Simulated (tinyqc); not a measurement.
What moves the results: strain-driven crossing of the Gamma and L valleys in a germanium-like crystal. A value that a table varies takes the place of the one given here.

Biaxial loads: e0 is the in-plane strain e_par and the normal is free. (001): e_perp = -2 (C12/C11) e_par; exx = eyy = e_par, ezz = e_perp, no shear. (111): e_perp = -(2 C11 + 4 C12 - 4 C44)/(C11 + 2 C12 + 4 C44) e_par; exx = eyy = ezz = (2 e_par + e_perp)/3 and exy = eyz = ezx = (e_perp - e_par)/3. (110): e_perp = -(C11 + 3 C12 - 2 C44)/(C11 + C12 + 2 C44) e_par; exx = eyy = (e_par + e_perp)/2, ezz = e_par, exy = (e_perp - e_par)/2, eyz = ezx = 0. Uniaxial loads: a stress along n, scaled so that n.e.n = e0, with exx = s11 sxx + s12 (syy + szz), exy = s44 sxy/2, s11 = (C11 + C12)/((C11 - C12)(C11 + 2 C12)), s12 = -C12/((C11 - C12)(C11 + 2 C12)), s44 = 1/C44.

Edges from the unstrained valence top: Gamma at Eg + ac tr(e); an L valley with unit axis u at EgL + aL tr(e) + XuL (u.e.u - tr(e)/3), u along [111], [1-1-1], [-11-1], [-1-11]; valence edges are the levels of the 6 x 6 matrix of X, Y, Z times spin with -Dso/3 + l exx + m (eyy + ezz) on the diagonal (cyclic), n exy off it, l = av + 2 b, m = av - b, n = sqrt(3) d. Spin-orbit term (Dso/3) L.sigma on X, Y, Z with (L_k)_ij = -i epsilon_kij: <X+|H|Y+> = -i Dso/3, <X+|H|Z-> = Dso/3, <Y+|H|Z-> = -i Dso/3, <Z+|H|X-> = -Dso/3, <Z+|H|Y-> = i Dso/3, <X-|H|Y-> = i Dso/3, and their conjugates; + and - are the spin along z.

Constants: kB = 8.617333262e-05 eV/K.

Values chosen for the exercise (near those of Ge, gaps at low temperature; not measured data):

| symbol | value | unit | meaning |
|---|---|---|---|
| Eg | 0.896 | eV | gap at Gamma to the s-like level |
| EgL | 0.729 | eV | gap to L |
| Dso | 0.295 | eV | spin-orbit splitting |
| ac | -8.33 | eV | conduction deformation potential |
| av | 1.26 | eV | valence hydrostatic potential |
| b | -2.56 | eV | tetragonal shear potential |
| d | -5.38 | eV | trigonal shear potential |
| aL | -1.66 | eV | hydrostatic potential of the L edge, Xd + Xu/3 |
| XuL | 15.87 | eV | uniaxial potential, L |
| C11 | 128 | GPa |  |
| C12 | 48.3 | GPa |  |
| C44 | 66.1 | GPa |  |
| load | biaxial (001) |  | kind of strain |
| mG | 0.0386 | m0 | mass at Gamma |
| mL | 0.532 | m0 | density-of-states mass of the four L valleys together |
| T | 300 | K | temperature |
| e0 | 0.0068 |  | size of the strain |

## Which strain makes the gap direct

For tension the difference Gamma minus lowest L is linear in e0; slope per 1 % and the e0 at which it vanishes (a dash: no crossing below 15 %), with the gap there.

Results:

| load | slope (meV per 1 %) | crossing e0 (%) | gap at the crossing (eV) |
|---|---|---|---|
| biaxial (001) | -83.1 | 2.01 | 0.527 |
| biaxial (110) | -26.0 | 6.43 | -0.535 |
| biaxial (111) | 37.6 | - | - |
| uniaxial [100] | -30.2 | 5.54 | 0.475 |
| uniaxial [111] | -4.6 | - | - |
| uniaxial [110] | 14.0 | - | - |

The smallest strain is needed for biaxial (001) (2.01 %), then uniaxial [100] (5.54 %). No crossing below 15 % is found for biaxial (111), uniaxial [111] and uniaxial [110]: shear splits the L valleys and pulls the lowest down nearly as fast as, or faster than, Gamma. Loads without off-diagonal strain, (001) and [100], gain (ac - aL) tr(e) = -67 meV per 1 % of volume. Crossings beyond about 3 % are sensitive to second-order terms, left out here. For uniaxial [111] the slope is a near cancellation, so terms beyond this linear model decide. A gap at or below zero marks a crossing beyond the range of this linear model.

## Sweep of a biaxial (001) strain

The valence splitting is the distance of the top two edges. Share in Gamma = mG^(3/2)/(mG^(3/2) + (mL^(3/2)/4) sum_i exp(-(E_Li - E_Gamma)/kT)).

Results:

| e0 (%) | direct gap (eV) | indirect gap (eV) | Gamma - L (meV) | valence splitting (meV) | share in Gamma (%) |
|---|---|---|---|---|---|
| 0.00 | 0.896 | 0.729 | 167 | 0 | 0.00306 |
| 0.34 | 0.839 | 0.700 | 139 | 32 | 0.00912 |
| 0.69 | 0.777 | 0.667 | 110 | 68 | 0.0281 |
| 1.03 | 0.715 | 0.633 | 81 | 105 | 0.0836 |
| 1.37 | 0.651 | 0.598 | 53 | 143 | 0.249 |
| 1.71 | 0.586 | 0.561 | 25 | 183 | 0.739 |
| 2.06 | 0.517 | 0.522 | -4 | 225 | 2.24 |
| 2.40 | 0.450 | 0.483 | -32 | 267 | 6.39 |

Gamma drops below the lowest L valley between e0 = 1.71 and 2.06 %. The direct gap goes from 0.896 to 0.450 eV; of that change -0.159 eV comes from the rise of the valence top through the shear terms and the rest from the volume. The share in Gamma goes from 0.00306 to 6.39 %.

## What each parameter does

Direct gap, Gamma minus the lowest L edge and the valence splitting. Each row changes one parameter from the base and keeps the others.

Results:

| case | direct gap (eV) | Gamma - L (meV) | valence splitting (meV) |
|---|---|---|---|
| base | 0.7786 | 110.5 | 66.7 |
| e0 = 0.00578 | 0.7969 | 119.0 | 56.1 |
| XuL = 18.2505 eV | 0.7786 | 110.5 | 66.7 |
| av = 1.449 eV | 0.7770 | 110.5 | 66.7 |
| C12 = 55.545 GPa | 0.7833 | 115.7 | 71.4 |
| b = -2.944 eV | 0.7723 | 110.5 | 77.6 |
| C44 = 56.185 GPa | 0.7786 | 110.5 | 66.7 |
| ac = -7.0805 eV | 0.7892 | 121.1 | 66.7 |

The largest shifts from the base row, up to three for each result and ties (the steps differ in size, so this ranks the rows, not the parameters). direct gap (eV): e0 +0.0183, ac +0.0106, b -0.0063; unchanged at the printed digits by XuL and C44. Gamma - L (meV): ac +10.6, e0 +8.5, C12 +5.1; unchanged at the printed digits by XuL, av, b and C44. valence splitting (meV): b +10.8, e0 -10.7, C12 +4.6; unchanged at the printed digits by XuL, av, C44 and ac.

Run: tinyqc, `OMP_NUM_THREADS=1 python tinyqc.py 1081376 1081377 out.jsonl`; Intel(R) Xeon(R) Processor @ 2.30GHz, one thread, shared host; about 0.01 s of CPU time with all checks.
